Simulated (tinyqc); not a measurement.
Inside a calculation: quantum-confined Stark effect in a modulator well. Values are carried at full precision from step to step, so a last printed digit may differ when a step is redone from the rounded ones.

Constants: hbar^2/2m0 = 3.80998211 eV angstrom^2; e^2/(4 pi eps0) = 14.39964547 eV angstrom; hc = 1239.841984 eV nm.

Inputs chosen for the exercise (near those of a Ge well in SiGe, direct gap; shifted at random, so the results belong to these values and not to a real crystal): L = 64 angstrom (well width); me = 0.0428 m0 (electron, well); mh = 0.209 m0 (heavy hole along z, well); F = 65 kV/cm (field); Vc = 0.353 eV (conduction offset); Vv = 0.103 eV (heavy-hole offset); meb = 0.0544 m0 (electron, barrier); mhb = 0.231 m0 (heavy hole, barrier); Eg = 0.846 eV (gap of the well); mp = 0.067 m0 (heavy hole in the plane); eps = 15.6 (dielectric constant); dE = 11 meV (operating point below the zero-field line); G = 6 meV (half width of the exciton line).

## Estimate for hard walls

Second order: each level moves by -C m (e F)^2 L^4/(2c), C = (15/pi^2 - 1)/(24 pi^2), c = hbar^2/2m0, 1 kV/cm = 1e-5 eV/angstrom. It holds while e F L is no more than about twice 3 c pi^2/(m L^2).

Estimate:
```
carrier     shift (meV)  e F L over the level spacing
electron          -0.09                          0.06
heavy hole        -0.43                          0.32
```

The hole, 4.9 times heavier, carries 83 % of the estimated shift.

## Levels and envelopes

Envelopes on cells of 0.5 angstrom over the well |z| < L/2 and 45 angstrom of barrier on each side, psi = 0 beyond, psi'/m continuous (mean mass between points), c = hbar^2/2m0. The electron sees + e F z and the hole - e F z, each with its offset in the barriers; 1 kV/cm = 1e-5 eV/angstrom. Light holes, band mixing and escape by tunnelling are left out.

Ground levels, squared overlap and separation <z>_h - <z>_e without and with the field.

Results:
```
F (kV/cm)  E_e (meV)  E_h (meV)  overlap^2  separation (angstrom)
0              87.12      20.92      0.997                    0.0
65             86.46      18.59      0.937                    9.2
```

The electron level moves by -0.66 meV (7.6 times the hard-wall estimate, since it leaks into the barriers and sees a wider well) and the hole level by -2.33 meV (5.46 times).

## Exciton

Exciton: in-plane function exp(-rho/lam), 1/mu = 1/me + 1/mp, E(lam) = c/(mu lam^2) - (q/eps) times the integral over k of Fm(k)(1 + (k lam/2)^2)^(-3/2), Fm(k) the double integral of psi_e^2 psi_h^2 exp(-k |z - z'|), q = e^2/(4 pi eps0); binding Eb = -E at the minimum. Line at Eg + E_e + E_h - Eb, strength proportional to overlap^2/lam^2.

Minimise over lam without and with the field.

Results:
```
F (kV/cm)  lam (angstrom)  Eb (meV)  line (eV)      nm  overlap^2/lam^2 (1e-4/angstrom^2)
0                   211.0      4.23     0.9498  1305.4                             0.2239
65                  213.2      4.18     0.9469  1309.4                             0.2060
```

The weaker binding gives back 0.05 meV of the red shift, leaving 2.9 meV; the strength falls to 92 %.

## Contrast at the operating point

With a Gaussian line of half width G, the absorption at E_op = line(0) - dE is proportional to strength x exp(-ln2 ((E_op - line)/G)^2); continuum absorption is left out. Give it at both fields, relative to the zero-field peak.

E_op = 0.9388 eV
wavelength = 1320.7 nm

absorption without and with the field: 0.097  0.26

The field changes the absorption by +0.17 of the zero-field peak. The zero-field tail still absorbs here, since dE is no more than 2G, which costs insertion loss.

## Checks

- Zero-field levels against the matching condition of the square well, meV: largest difference 3.7e-01.
- Slope d(E_e + E_h)/dF against minus the separation (Hellmann-Feynman), angstrom: both -9.2.

(tinyqc, `OMP_NUM_THREADS=1 python tinyqc.py 1252257 1252258 out.jsonl`, Intel(R) Xeon(R) Processor @ 2.30GHz, 1 thread, shared host, about 0.1 s.)
